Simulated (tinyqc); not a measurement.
From results back to parameters: sp3s* tight binding. Three cases, with inputs chosen for the exercise.

Problem. For a crystal of one element and without spin-orbit coupling the levels at Gamma are Es -/+ |Vss| and Ep -/+ Vxx, and the upper valence level at X is Ep - Vxy. The levels below come from hidden parameters.

Find: Es, |Vss|, Ep, Vxx, Vxy.

Method. Means give the levels and half the splittings give the couplings; Vxy = Ep - E(X).

Case 1.

s levels at Gamma (eV): -12.6100  4.1040

p levels at Gamma (eV): -0.0020  3.4640

upper valence level at X = -2.8110 eV

Solution.

Es, |Vss|, Ep, Vxx, Vxy (eV): -4.253  8.357  1.731  1.733  4.542

Case 2.

s levels at Gamma (eV): -12.3880  3.9700

p levels at Gamma (eV): 0.0100  3.3880

upper valence level at X = -2.8280 eV

Solution.

Es, |Vss|, Ep, Vxx, Vxy (eV): -4.209  8.179  1.699  1.689  4.527

Case 3.

s levels at Gamma (eV): -12.4360  4.0380

p levels at Gamma (eV): -0.0130  3.4430

upper valence level at X = -2.8820 eV

Solution.

Es, |Vss|, Ep, Vxx, Vxy (eV): -4.199  8.237  1.715  1.728  4.597

Computed by tinyqc, one run a case: `OMP_NUM_THREADS=1 python tinyqc.py N N+1 out.jsonl` with N = 1451749, 1451775, 1451911; one thread of a shared Intel(R) Xeon(R) Processor @ 2.30GHz, about 0.1 s a run at most.
